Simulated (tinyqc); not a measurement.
From results back to parameters: heavy doping: gap narrowing, degeneracy and the minority density. Three cases, with inputs chosen for the exercise.

Problem. Narrowing at two dopings was computed from hidden E0 and N0, with N0 below Na.

Empirical narrowing (Slotboom form, constants chosen for the exercise; published fits of this form give the apparent narrowing, here it is taken as the true one): dEg = E0 [ln(N/N0) + sqrt(ln(N/N0)^2 + C)].

Find: N0; E0.

Method. The ratio dEg(Nb)/dEg(Na) depends on N0 alone and rises steadily with it; solve for ln N0 by bisection, then E0 from either value.

Case 1.

Values chosen (out of a larger set: gap and densities of states near those of Si at this temperature; narrowing constants near the fits for Si; not measured data): C = 0.5 (smoothing constant); Na = 1.6e+18 1/cm^3; Nb = 4.8e+19 1/cm^3.

dEg(Na) = 37.0308 meV
dEg(Nb) = 90.0067 meV

Solution.

N0 = 1.6e+17 1/cm^3
E0 = 7.86 meV

Case 2.

Values chosen (out of a larger set: gap and densities of states near those of Ge at this temperature; narrowing constants of the size fitted for Si, not for this material; not measured data): C = 0.5 (smoothing constant); Na = 1.6e+18 1/cm^3; Nb = 4.8e+19 1/cm^3.

dEg(Na) = 42.2603 meV
dEg(Nb) = 102.7175 meV

Solution.

N0 = 1.6e+17 1/cm^3
E0 = 8.97 meV

Case 3.

Values chosen (out of a larger set: gap and densities of states near those of Si at this temperature; narrowing constants near the fits for Si; not measured data): C = 0.5 (smoothing constant); Na = 8.2e+17 1/cm^3; Nb = 2.5e+19 1/cm^3.

dEg(Na) = 36.5597 meV
dEg(Nb) = 89.1109 meV

Solution.

N0 = 8.2e+16 1/cm^3
E0 = 7.76 meV

Computed by tinyqc, one run a case: `OMP_NUM_THREADS=1 python tinyqc.py N N+1 out.jsonl` with N = 1681462, 1681465, 1681475; one thread of a shared Intel(R) Xeon(R) Processor @ 2.30GHz, about 0.02 s a run at most.
